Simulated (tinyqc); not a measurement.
# Read current of a NAND string, cells in series solved by shooting, step by step

Numbers from tinyqc (`OMP_NUM_THREADS=1 python tinyqc.py 2142028 2142029 out.jsonl`; about 0.7 s on one thread of a shared Intel Xeon 2.30GHz). Printed values are rounded.

Cells in series, numbered from 0 at the source line (0 V) to the bit line, each followed by a gap resistance Rg. A cell with gate Vg, threshold VT, source Vs and drain Vd passes I = 2 nf K Vt^2 [F(Vs) - F(Vd)]/(1 + th max(Vg - VT, 0)), F(V) = ln^2(1 + exp((Vg - VT - nf V)/(2 nf Vt))). The selected cell has Vg = Vr, the others Vg = Vp.

Parameters, values chosen for the exercise; values of the order met in vertical NAND strings:
```
symbol,value,unit,meaning
T,300,K,temperature
K,8.9,uA/V^2,gain factor of a cell
nf,2.2,,slope factor
th,0.17,1/V,mobility reduction factor
Rg,23,kohm,resistance of the gap between cells
Vbl,0.7,V,bit-line voltage
Vp,5.8,V,pass voltage
Vr,4.3,V,read voltage on the selected word line
```

Constants: q = 1.602176634e-19 C, kB = 1.380649e-23 J/K, Vt = kB T/q. Results are converted to the units shown.

## Step 1: node voltages for a trial current

first trial current = 0.57 uA
thresholds from the source end, cell 0 to 5 (V): 4.1  4.1  -2  -2  4.1  2.5

For a trial current I start at 0 V and, cell by cell (the selected one is cell 5), solve for the drain: sqrt(F(Vd)) = sqrt(F(Vs) - I/k), k = 2 nf K Vt^2/(1 + th max(Vg - VT, 0)), Vd = [Vg - VT - 2 nf Vt ln(exp(sqrt F) - 1)]/nf, then add I Rg.

node voltage after each cell and gap, trial 1, cell 0 to 5 (V): 0.0633012  0.131440  0.164441  0.197639  0.280193  0.369352

## Step 2: node voltages for a trial current

second trial current = 0.73 uA

As before.

node voltage after each cell and gap, trial 2, cell 0 to 5 (V): 0.0817094  0.171950  0.214544  0.257472  0.377983  0.524615

## Course of the secant iteration

Secant steps on the end voltage less Vbl, from the two trials; a trial above the saturation current of a cell has no solution and is moved halfway to the previous trial. Stop below 1e-9 V.

Course of the iteration:
```
iteration	I (uA)	end voltage - Vbl (V)	halvings
1	0.820368	-0.0420	1
2	0.848828	0.0302	0
3	0.836917	-4.75e-3	0
4	0.838535	-5.48e-4	0
5	0.838746	9.96e-6	0
6	0.838742	-2.09e-8	0
7	0.838742	-7.93e-13	0
```

Converged in 7 iterations to I = 0.83874 uA. The selected cell takes 32.2 % of the bit-line voltage and the gaps together 16.5 %.
